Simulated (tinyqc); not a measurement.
# Off-state leakage of single and stacked transistors: what changes with what

n-channel devices of unit width. Subthreshold current I(Vg, Vs, Vd) = I0 (T/300 K)^0.5 exp[(Vg - Vs - VT(T) - gb (Vs - Vb) + dd (Vd - Vs))/(nf Vt)] (1 - exp(-(Vd - Vs)/Vt)), VT(T) = VT - cT (T - 300 K). Gate-edge tunnelling Ig (Vd/1 V) exp(ag (Vd - 1 V)), for a gate at 0 V, and band-to-band leakage Ab u exp(-Bb/u), u = Vd - Vb + 1 V, flow at a drain held at V; both are taken as independent of T. In a stack of off transistors (all gates at 0 V) the same subthreshold current passes through each.

Parameters, values chosen for the exercise; values of the order met in bulk silicon logic transistors: temperature T = 330 K; supply voltage V = 1.1 V; threshold at 300 K, zero drain and body bias VT = 0.32 V; fall of the threshold with temperature cT = 0.6 mV/K; current at threshold at 300 K I0 = 0.12 uA/um; slope factor nf = 1.16; drain-induced lowering per volt dd = 0.16; rise of the threshold per volt of source-body bias gb = 0.1; gate-edge tunnelling current at 1 V Ig = 1e-5 uA/um; exponential slope of the gate current ag = 4.7 1/V; prefactor of band-to-band leakage at the drain Ab = 2 uA/(um V); its exponential voltage Bb = 30 V; body voltage Vb = -0.6 V.

Constants: q = 1.602176634e-19 C, kB = 1.380649e-23 J/K, Vt = kB T/q. Results are converted to the units shown.

Each table varies one quantity; the others keep the values above.

## Subthreshold current against the height of the stack

All n gates at 0 V, bottom source at 0 V, top drain at V; node voltages follow from equal currents.

Results:

| n | I (nA/um) | reduction factor | drain voltage of the bottom device (mV) | source voltage of the top device (mV) | voltage across the top device (V) |
|---|---|---|---|---|---|
| 1 | 0.4478 | 1.000 | 1100 | 0 | 1.100 |
| 2 | 0.003892 | 115.1 | 124.2 | 124.2 | 0.9758 |
| 3 | 0.001529 | 292.9 | 27.52 | 148.7 | 0.9513 |
| 4 | 9.338e-4 | 479.6 | 14.67 | 161.6 | 0.9384 |
| 6 | 5.200e-4 | 861.1 | 7.521 | 176.9 | 0.9231 |

Estimate the missing row, n = 5.

Computed row:

| n | I (nA/um) | reduction factor | drain voltage of the bottom device (mV) | source voltage of the top device (mV) | voltage across the top device (V) |
|---|---|---|---|---|---|
| 5 | 6.689e-4 | 669.5 | 9.957 | 170.3 | 0.9297 |

With this row back in the table: The second transistor cuts the current by a factor of 115, the third by a further 2.55 and the sixth by 1.29. The top device keeps 83.9 % of the supply at n = 6, while the drain voltage of the bottom one falls to 0.264 Vt.

## Leakage components against the body voltage

Same model as above.

One transistor with Vg = Vs = 0, Vd = V; stack factor I(one)/I(two in series).

The same in every row: gate edge (nA/um) = 0.01760; stack factor = 115.1.

Leakage components against the body voltage:

| Vb (V) | subthreshold (nA/um) | band-to-band (nA/um) | total (nA/um) | largest part |
|---|---|---|---|---|
| 0.2 | 5.062 | 5.278e-4 | 5.080 | subthreshold |
| 0 | 2.761 | 0.002624 | 2.781 | subthreshold |
| -0.2 | 1.506 | 0.009955 | 1.533 | subthreshold |
| -0.4 | 0.8211 | 0.03072 | 0.8694 | subthreshold |
| -0.6 | 0.4478 | 0.08070 | 0.5461 | subthreshold |
| -0.8 | 0.2442 | 0.1865 | 0.4483 | subthreshold |
| -1 | 0.1332 | 0.3886 | 0.5394 | band-to-band |
| -1.2 | 0.07264 | 0.7437 | 0.8340 | band-to-band |
| -1.4 | 0.03961 | 1.326 | 1.383 | band-to-band |

As Vb goes from 0.2 to -1.4, the total leakage goes from 5.08 through a minimum of 0.448 (at Vb = -0.8 among the rows listed) to 1.38 nA/um. The subthreshold part leads at Vb = 0.2, the band-to-band part from -1 on. The exact minimum lies at Vb = -0.802 V: reverse body bias lowers the subthreshold part by a decade every nf Vt ln 10/gb = 0.760 V but raises the band-to-band part. The reduction by a stack of two stays at 115, for the subthreshold part alone. For Vb = 0.2 the body is forward biased; the junction current, left out, is still small at this voltage.

tinyqc, about 0.03 s, one thread, Intel Xeon 2.30GHz (shared host): `OMP_NUM_THREADS=1 python tinyqc.py 2242012 2242013 out.jsonl`
